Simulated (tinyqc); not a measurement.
# Worked calculation: a chain with uneven site energies and dephasing by Buettiker voltage probes

Numbers from tinyqc (`OMP_NUM_THREADS=1 python tinyqc.py 2700030 2700031 out.jsonl`; about 0.01 s on one thread of a shared Intel Xeon 2.30GHz). Printed values are rounded.

Sites 1 to 6 form a chain with hopping -t. Lead L joins site 1 and lead R site 6, both semi-infinite chains with hopping -t and site energy 0. Every site carries a probe with self-energy -i Gamma_p/2 that draws no net current. Linear response at zero temperature: mu_L = 1, mu_R = 0 in units of the bias.

Inputs (values chosen for the exercise):
- t = 1 eV (hopping (matrix element -t))
- U = [0.97, 0.4, -0.72, -0.07, -0.55, -0.55] eV (site energies 1 to N)
- E = 1.07 eV (Fermi energy)
- gp = 0.47 eV (probe broadening Gamma_p)

Constants: q = 1.602176634e-19 C, h = 6.62607015e-34 J s. Results are converted to the units shown.

## Green function

Sigma = t^2 g(E), g(x) = (x - i sqrt(4 t^2 - x^2))/(2 t^2) for |x| < 2 t and (x - sign(x) sqrt(x^2 - 4 t^2))/(2 t^2) otherwise; Gamma = -2 Im Sigma; G = (E - H - Sigma_L - Sigma_R + i Gamma_p/2)^(-1).

Sigma = 0.535000-0.844852i eV
Gamma = 1.68970 eV

G (1/eV):

|  | 1 | 2 | 3 | 4 | 5 | 6 |
|---|---|---|---|---|---|---|
| 1 | -0.14483-0.38066i | 0.52594-0.00919i | -0.20971+0.26323i | -0.08870-0.41270i | 0.21384+0.22809i | -0.20413-0.00707i |
| 2 | 0.52594-0.00919i | 0.21886-0.57194i | 0.19302+0.34096i | -0.48424-0.08374i | 0.33933-0.13170i | -0.09643+0.21735i |
| 3 | -0.20971+0.26323i | 0.19302+0.34096i | 0.16051-0.53703i | 0.39346+0.58260i | -0.47214-0.21960i | 0.31981-0.11590i |
| 4 | -0.08870-0.41270i | -0.48424-0.08374i | 0.39346+0.58260i | -0.08314-1.05158i | 0.45420+0.63574i | -0.50327-0.08505i |
| 5 | 0.21384+0.22809i | 0.33933-0.13170i | -0.47214-0.21960i | 0.45420+0.63574i | 0.10375-0.61188i | 0.23393+0.33112i |
| 6 | -0.20413-0.00707i | -0.09643+0.21735i | 0.31981-0.11590i | -0.50327-0.08505i | 0.23393+0.33112i | 0.20212-0.50634i |

## Transmissions between terminals

With Gamma the broadening by one lead, T_RL = Gamma^2 |G_(6,1)|^2, T_pL = Gamma Gamma_p |G_(p,1)|^2, T_pR = Gamma Gamma_p |G_(p,6)|^2, T_pq = Gamma_p^2 |G_(p,q)|^2 for p != q.

T_RL = 0.119107

| probe | T_pL | T_pR |
|---|---|---|
| 1 | 0.131735 | 0.033130 |
| 2 | 0.219743 | 0.044902 |
| 3 | 0.089952 | 0.091893 |
| 4 | 0.141510 | 0.206889 |
| 5 | 0.077634 | 0.130532 |
| 6 | 0.033130 | 0.236051 |

T_pq:

|  | 1 | 2 | 3 | 4 | 5 | 6 |
|---|---|---|---|---|---|---|
| 1 | 0.000000 | 0.061123 | 0.025021 | 0.039362 | 0.021594 | 0.009215 |
| 2 | 0.061123 | 0.000000 | 0.033911 | 0.053347 | 0.029267 | 0.012490 |
| 3 | 0.025021 | 0.033911 | 0.000000 | 0.109176 | 0.059896 | 0.025560 |
| 4 | 0.039362 | 0.053347 | 0.109176 | 0.000000 | 0.134851 | 0.057547 |
| 5 | 0.021594 | 0.029267 | 0.059896 | 0.134851 | 0.000000 | 0.036308 |
| 6 | 0.009215 | 0.012490 | 0.025560 | 0.057547 | 0.036308 | 0.000000 |

## Probe potentials and effective transmission

No current into probe p: W mu = T_pL with W_pp = T_pL + T_pR + sum_q T_pq and W_pq = -T_pq. Then T_eff = T_RL + sum_p T_pR mu_p, and the resistance is (h/2q^2)/T_eff.

W:

|  | 1 | 2 | 3 | 4 | 5 | 6 |
|---|---|---|---|---|---|---|
| 1 | 0.321180 | -0.061123 | -0.025021 | -0.039362 | -0.021594 | -0.009215 |
| 2 | -0.061123 | 0.454781 | -0.033911 | -0.053347 | -0.029267 | -0.012490 |
| 3 | -0.025021 | -0.033911 | 0.435409 | -0.109176 | -0.059896 | -0.025560 |
| 4 | -0.039362 | -0.053347 | -0.109176 | 0.742681 | -0.134851 | -0.057547 |
| 5 | -0.021594 | -0.029267 | -0.059896 | -0.134851 | 0.490083 | -0.036308 |
| 6 | -0.009215 | -0.012490 | -0.025560 | -0.057547 | -0.036308 | 0.410302 |

| probe | mu_p |
|---|---|
| 1 | 0.670784 |
| 2 | 0.696014 |
| 3 | 0.484376 |
| 4 | 0.444427 |
| 5 | 0.429355 |
| 6 | 0.247501 |

T_eff = 0.423508
resistance = 30.4750 kohm

Without probes the transmission is 0.6805. With them, 28.1 % of the current crosses without entering a probe.

## Current at both leads

In units of (2 q^2/h) times the bias, T_RL + sum_p T_pL (1 - mu_p) leaves L and T_RL + sum_p T_pR mu_p enters R.

current leaving L = 0.423508
current entering R = 0.423508

The two are equal: the probes conserve the current.
